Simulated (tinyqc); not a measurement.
Sp3 tight binding, zinc-blende lattice, step by step. Computed by tinyqc, a small Python program that keeps every step. Command: `OMP_NUM_THREADS=1 python tinyqc.py 28042 28043 out.jsonl` (the two numbers bound the seeds that draw the settings). One thread of a shared host (Intel(R) Xeon(R) Processor @ 2.60GHz), about 0.01 s of CPU time with the checks.

## Bloch Hamiltonian at k

Parameters chosen for this model: zinc-blende lattice, anion at 0, cation at a/4 (1,1,1); V = eta hbar^2 / (m d^2), hbar^2/m = 7.619964 eV angstrom^2:
```
parameter          value      unit
a               3.750000  angstrom
d               1.623798  angstrom
Es anion      -15.120000        eV
Ep anion       -7.540000        eV
Es cation     -11.090000        eV
Ep cation      -5.440000        eV
eta ss         -1.320000
eta sp          1.420000
eta pp sigma    2.220000
eta pp pi      -0.630000
V ss           -3.814723        eV
V sp            4.103718        eV
V pp sigma      6.415671        eV
V pp pi        -1.820663        eV
```

k point k (2 pi / a): 0.730000  -0.550000  -0.380000

Slater-Koster rules over the four bonds with direction cosines (l, m, n): ss V_ss; s-px l V_sp; px-s -l V_sp; px-px l^2 V_pps + (1 - l^2) V_ppp; px-py l m (V_pps - V_ppp); each times exp(i k.d).

H(k) at k (eV):
```
                      a s                a px                 a py                 a pz
a s            -15.120000            0.000000             0.000000             0.000000
a px             0.000000           -7.540000             0.000000             0.000000
a py             0.000000            0.000000            -7.540000             0.000000
a pz             0.000000            0.000000             0.000000            -7.540000
c s   -3.372875-5.944015i  1.666894+4.639590i  -3.153062-2.452761i  -5.432262-1.423662i
c px  -1.666894-4.639590i  0.817667+1.440973i   6.294723+1.649692i   3.653663+2.842176i
c py   3.153062+2.452761i  6.294723+1.649692i   0.817667+1.440973i  -1.931541-5.376201i
c pz   5.432262+1.423662i  3.653663+2.842176i  -1.931541-5.376201i   0.817667+1.440973i

                      c s                 c px                 c py                 c pz
a s   -3.372875+5.944015i  -1.666894+4.639590i   3.153062-2.452761i   5.432262-1.423662i
a px   1.666894-4.639590i   0.817667-1.440973i   6.294723-1.649692i   3.653663-2.842176i
a py  -3.153062+2.452761i   6.294723-1.649692i   0.817667-1.440973i  -1.931541+5.376201i
a pz  -5.432262+1.423662i   3.653663-2.842176i  -1.931541+5.376201i   0.817667-1.440973i
c s            -11.090000             0.000000             0.000000             0.000000
c px             0.000000            -5.440000             0.000000             0.000000
c py             0.000000             0.000000            -5.440000             0.000000
c pz             0.000000             0.000000             0.000000            -5.440000
```

## Levels at k

Diagonalise the Hermitian matrix.

eigenvalues (eV): -23.438938  -19.480715  -15.033145  -14.434216  -0.475037  0.849586  1.710000  5.152465

weights |c|^2 of the basis functions:
```
        band 1    band 2    band 3    band 4    band 5    band 6    band 7    band 8
a s   0.570799  0.066733  0.024877  0.008248  0.270331  0.023879  0.006083  0.029051
a px  0.003020  0.165156  0.345295  0.005404  0.081906  0.116025  0.145768  0.137425
a py  0.009822  0.156557  0.099518  0.279895  0.006582  0.022184  0.270624  0.154819
a pz  0.027483  0.130228  0.089513  0.271821  0.066279  0.266755  0.013655  0.134266
c s   0.284919  0.189501  0.040177  0.013084  0.389033  0.033006  0.008609  0.041671
c px  0.021851  0.122882  0.241582  0.010312  0.099530  0.153869  0.185939  0.164035
c py  0.028164  0.097768  0.095105  0.208021  0.008290  0.029519  0.351785  0.181348
c pz  0.053941  0.071176  0.063932  0.203215  0.078049  0.354762  0.017537  0.157386
```

## Bloch Hamiltonian at X

k point X (2 pi / a): 1  0  0

As before.

H(k) at X (eV):
```
                     a s                a px                 a py                 a pz
a s           -15.120000            0.000000             0.000000             0.000000
a px            0.000000           -7.540000             0.000000             0.000000
a py            0.000000            0.000000            -7.540000             0.000000
a pz            0.000000            0.000000             0.000000            -7.540000
c s             0.000000  0.000000+9.477130i             0.000000             0.000000
c px  0.000000-9.477130i            0.000000             0.000000             0.000000
c py            0.000000            0.000000             0.000000  0.000000-10.981779i
c pz            0.000000            0.000000  0.000000-10.981779i             0.000000

                     c s                c px                 c py                 c pz
a s             0.000000  0.000000+9.477130i             0.000000             0.000000
a px  0.000000-9.477130i            0.000000             0.000000             0.000000
a py            0.000000            0.000000             0.000000  0.000000+10.981779i
a pz            0.000000            0.000000  0.000000+10.981779i             0.000000
c s           -11.090000            0.000000             0.000000             0.000000
c px            0.000000           -5.440000             0.000000             0.000000
c py            0.000000            0.000000            -5.440000             0.000000
c pz            0.000000            0.000000             0.000000            -5.440000
```

## Levels at X

As before.

eigenvalues (eV): -20.921503  -18.956919  -17.521862  -17.521862  0.326919  0.361503  4.541862  4.541862

## Bands along a path

The same steps at evenly spaced points between the labelled ones.

Bands along the path (eV):
```
k             band 1      band 2      band 3      band 4     band 5     band 6     band 7    band 8
L         -23.605468  -20.123104  -13.905170  -13.905170  -0.751521   0.925170   0.925170  5.290093
L-G 0.20  -24.539276  -18.935874  -13.641651  -13.641651  -0.604152   0.661651   0.661651  4.889302
L-G 0.40  -26.045390  -16.645060  -12.900650  -12.900650  -0.318653  -0.079350  -0.079350  3.819102
L-G 0.60  -27.341286  -14.028762  -11.844843  -11.844843  -1.135157  -1.135157  -0.483815  2.663863
L-G 0.80  -28.197605  -11.552685  -10.805630  -10.805630  -2.174370  -2.174370  -1.726052  2.286342
G         -28.496363  -10.335261  -10.335261  -10.335261  -2.644739  -2.644739  -2.644739  2.286363
G-X 0.20  -28.096395  -11.489559  -11.489559  -10.847487  -2.489785  -1.490441  -1.490441  2.243667
G-X 0.40  -26.931021  -13.681980  -13.681980  -12.293071  -2.040338   0.701980   0.701980  2.074430
G-X 0.60  -25.104346  -15.696705  -15.696705  -14.441580  -1.351344   1.707269   2.716705  2.716705
G-X 0.80  -22.808608  -17.048997  -17.048997  -16.980521  -0.517578   1.116707   4.068997  4.068997
X         -20.921503  -18.956919  -17.521862  -17.521862   0.326919   0.361503   4.541862  4.541862
X-W 0.20  -20.921503  -18.956919  -17.521862  -17.521862   0.326919   0.361503   4.541862  4.541862
X-W 0.40  -20.921503  -18.956919  -17.521862  -17.521862   0.326919   0.361503   4.541862  4.541862
X-W 0.60  -20.921503  -18.956919  -17.521862  -17.521862   0.326919   0.361503   4.541862  4.541862
X-W 0.80  -20.921503  -18.956919  -17.521862  -17.521862   0.326919   0.361503   4.541862  4.541862
W         -20.921503  -18.956919  -17.521862  -17.521862   0.326919   0.361503   4.541862  4.541862
```

With 4 band(s) filled, the highest filled level on these points lies at G and the lowest empty one at G: a gap of 7.6905 eV, direct.
